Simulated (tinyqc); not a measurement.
## Doping and barrier from two capacitances

Problem. A Schottky diode on a uniformly doped n-type layer obeys (A/C)^2 = 2 (Vbi - V - Vt)/(q eps0 eps_r Nd) in reverse bias, with phiB = Vbi + Vt ln(Nc/Nd) and image force ignored. Find Nd, Vbi and phiB.

Parameters, values chosen for the exercise; band and dielectric values close to those of In0.53Ga0.47As:
- T = 293 K (temperature)
- eps_r = 13.8 (relative permittivity)
- Nc = 2.02e17 cm^-3 (conduction-band density of states at T)
- A = 0.00034 cm^2 (diode area)

Constants: q = 1.602176634e-19 C, kB = 1.380649e-23 J/K, Vt = kB T/q, eps0 = 8.8541878128e-14 F/cm where lengths are in cm. Results are converted to the units shown.

C at V = -0.3 and -5.5 V (pF): 12.176443  3.9248554

Solution. The slope of (A/C)^2 against -V gives Nd, the intercept Vbi - Vt, and the Fermi-level depth Vt ln(Nc/Nd) is added for the barrier.

Nd = 7.900e15 cm^-3
Vbi = 0.3282 V
phiB = 0.4100 eV

tinyqc, about 0.04 s, one thread, Intel Xeon 2.30GHz (shared host): `OMP_NUM_THREADS=1 python tinyqc.py 2020031 2020032 out.jsonl`
